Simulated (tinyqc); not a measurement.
From folded lines to real minibands: band folding and unfolding in a supercell of a chain.

A chain with hopping -t and n = 6 sites a supercell. H(K) has v_j on the diagonal, -t between neighbours and -t exp(2 pi i K) on the bond that closes the cell (from the last site to the first of the next cell). The point K holds the n wave vectors k_m = (K + m)/n of the primitive zone, in 2 pi/a, m = 0 to n - 1, with E0 = -2t cos(2 pi k_m). The unfolding weight of a state c on k_m is |sum_j c_j exp(-2 pi i k_m j)|^2/n, j = 0 to n - 1.

Parameters, chosen for this exercise: t = 0.92 eV (hopping); v = (0.36, -0.36, -0.36, 0.36, -0.36, 0.36) eV (site energies in the supercell); Kq = 0.05 2 pi/(n a) (wave vector in the small zone).

The potential is scaled by x. For the lowest level at K: energy, second-order estimate E0(k_0) + x V_0 - x^2 sum_m |V_m|^2/(E0(k_m) - E0(k_0)), weight on k_0, and width of the lowest miniband between K = 0 and 1/2.

Lowest level:
```
x      E (eV)  second order (eV)  weight on k_0  miniband width (eV)
0.00  -1.8375            -1.8375          1.000               0.2465
0.25  -1.8417            -1.8417          0.997               0.2174
0.50  -1.8541            -1.8542          0.988               0.1902
1.00  -1.9025            -1.9044          0.956               0.1430
1.50  -1.9790            -1.9880          0.909               0.1059
3.00  -2.3277            -2.4396          0.752               0.0434
4.00  -2.6183            -2.9079          0.670               0.0254
```

Give the missing row, x = 2.00.

Computed row:
```
x      E (eV)  second order (eV)  weight on k_0  miniband width (eV)
2.00  -2.0787            -2.1051          0.855               0.0781
```

Second order is -1.9 meV off at x = 1 and -112 meV at x = 3. The weight on the parent k falls to 0.96 at x = 1 and 0.67 at x = 4, and the miniband narrows from 0.247 to 0.025 eV as the state gathers on the low sites. While the weight stays near one the primitive band is still the right picture and the folded copies carry little spectral weight.

tinyqc: `OMP_NUM_THREADS=1 python tinyqc.py 1452731 1452732 out.jsonl`; about 0.01 s, one thread, shared Intel(R) Xeon(R) Processor @ 2.30GHz.
